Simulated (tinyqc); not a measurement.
# Ideality, resistance and saturation current from three points

Problem. Well above I0 a diode obeys V = n Vt ln(I/I0) + Rs I. Find n, Rs and I0.

Parameters, values chosen for the exercise: temperature T = 300 K.

Constants: q = 1.602176634e-19 C, kB = 1.380649e-23 J/K, Vt = kB T/q. Results are converted to the units shown.

I (A): [8e-6, 0.00011, 0.0014]
V (V): [0.27971524, 0.36243192, 0.60945048]

Solution. The equation is linear in a = n Vt, Rs and c = -a ln I0; three points give a 3 x 3 system.

n = 1.010
Rs = 140.0 ohm
I0 = 1.859e-10 A

Numbers from tinyqc (`OMP_NUM_THREADS=1 python tinyqc.py 2640163 2640164 out.jsonl`; about 0.01 s on one thread of a shared Intel Xeon 2.30GHz).
